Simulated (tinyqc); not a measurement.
Worked calculation: RKS/BP86 in the sto-3g basis, for H2, spin multiplicity 1. One step of it, computed by the program tinyqc.

Task: Iteration 2: building the Kohn-Sham matrix. J_ij = sum D_kl (ij|kl); F = H + J + V_xc; E = tr D H + tr D J / 2 + E_xc + E_nn.

D after iteration 1, order 1H 1s, 2H 1s:
```
[[0.756904, 0.756904],
 [0.756904, 0.756904]]
```

core Hamiltonian H = T + V (hartree), order 1H 1s, 2H 1s:
```
[[-0.858362, -0.415256],
 [-0.415256, -0.858362]]
```

Two-electron integrals (ij|kl) in chemists' order, unique and non-zero (hartree):
```
(11|11) 0.774606   (21|11) 0.180412   (21|21) 0.060739   (22|11) 0.381668
(22|21) 0.180412   (22|22) 0.774606
```

nuclear repulsion = 0.39490837 hartree

V_xc (hartree), order 1H 1s, 2H 1s:
```
[[-0.430813, -0.123745],
 [-0.123745, -0.430813]]
```

E_xc = sum of w rho eps_xc = -0.65972024 hartree

Give: Coulomb J; Kohn-Sham matrix F; total energy of this density.

Result:

Coulomb J (hartree), order 1H 1s, 2H 1s:
```
[[1.148, 0.365],
 [0.365, 1.148]]
```

Kohn-Sham matrix F (hartree), order 1H 1s, 2H 1s:
```
[[-0.141, -0.174],
 [-0.174, -0.141]]
```

total energy of this density = -1.04736 hartree
